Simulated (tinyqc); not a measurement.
Fermi velocity from one capacitance.

Question. At zero temperature and without traps graphene has Cq = 2 q^3 phi/(pi hbar^2 vF^2), charge Cq phi/2, 1/C_G = 1/Cox + 1/Cq and Vg = phi + Cq phi/(2 Cox). Find Cq, phi, vF and n.

Constants: q = 1.602176634e-19 C, hbar = 1.054571817e-34 J s. Results are converted to the units shown.

Vg = 0.39330575 V
C_G = 0.71337766 uF/cm^2
Cox = 0.93327926 uF/cm^2

Answer. The series relation gives Cq, the voltage relation phi = Vg/(1 + Cq/(2 Cox)), and the formula for Cq then vF.

Cq = 3.03 uF/cm^2
phi = 0.150 V
vF = 1.08e6 m/s
n = 1.42e12 cm^-2

tinyqc, about 0.01 s, one thread, Intel Xeon 2.30GHz (shared host): `OMP_NUM_THREADS=1 python tinyqc.py 2200007 2200008 out.jsonl`
